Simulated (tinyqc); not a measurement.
Reverse leakage of an n+-p junction: diffusion, generation, trap-assisted and band-to-band tunnelling: one step of the calculation.

One-sided abrupt junction in the depletion approximation, x from the junction (0) to W on the p side, field F = F0 (1 - x/W). Flat quasi-Fermi levels, long p side. Traps generate through SRH with both lifetimes shortened by 1 + Gamma (Hurkx enhancement, form for moderate fields); band-to-band generation is local and needs a total bending above Eg.

Problem. Current components. u = (Vbi + VR)(1 - x/W)^2, p = Na exp(-u/Vt), n = Nd exp((u - Vbi - VR)/Vt); G0 = ni^2 (1 - exp(-VR/Vt))/(tau (n + p + 2 ni cosh(Et/Vt))); Gamma = 2 sqrt(3 pi)(F/FG) exp((F/FG)^2); trap-assisted part G0 Gamma; G_bb = Ab F^2.5 exp(-Bb/F) with F in V/cm, zero unless Vbi + VR > Eg. 16 equal steps.

Each current is q times the trapezoid sum of its rate; J adds J_diff; J_bb under 1e-8 of the sum is given as 0.

Constants: q = 1.602176634e-19 C. Results are converted to the units shown.

x, point 0 to 16 (nm): [0.00000, 11.65927, 23.31855, 34.97782, 46.63709, 58.29636, 69.95564, 81.61491, 93.27418, 104.93346, 116.59273, 128.25200, 139.91127, 151.57055, 163.22982, 174.88909, 186.54837]
G0, point 0 to 16 (cm^-3 s^-1): [5.6800763e8, 6.6895283e12, 4.1847829e16, 1.5054382e18, 1.5205705e18, 1.5205784e18, 1.5205782e18, 1.5205081e18, 1.5086504e18, 8.7508540e17, 3.9405157e16, 1.4520360e15, 9.5598089e13, 1.1513448e13, 2.5385638e12, 1.0247468e12, 7.5734313e11]
G0 Gamma, point 0 to 16 (cm^-3 s^-1): [2.8455177e9, 3.0156381e13, 1.6945204e17, 5.4620232e18, 4.9270220e18, 4.3812266e18, 3.8739009e18, 3.3998877e18, 2.9319297e18, 1.4588583e18, 5.5348603e16, 1.6750798e15, 8.7182861e13, 7.8024396e12, 1.1393358e12, 2.2904888e11, 0]
G_bb, point 0 to 16 (cm^-3 s^-1): [7.3431170e-10, 2.1197910e-12, 2.6858480e-15, 1.2362765e-18, ~0, ~0, ~0, ~0, ~0, ~0, ~0, ~0, ~0, ~0, ~0, 0, 0]
J_diff = 1.4254200e-11 A/cm^2

Give: J_SRH; J_TAT; J_bb; J.

Solution.

J_SRH = 1.878e-6 A/cm^2
J_TAT = 4.980e-6 A/cm^2
J_bb = 0 A/cm^2
J = 6.859e-6 A/cm^2

Range of the model: The n+ side is degenerate, so Vbi from Boltzmann statistics is only a guide.

Program tinyqc, `OMP_NUM_THREADS=1 python tinyqc.py 2290082 2290083 out.jsonl`; Intel Xeon 2.30GHz, shared host, one thread, about 0.01 s.

~0 in a residual or rate marks an entry under 1e-11 of the largest of its column.
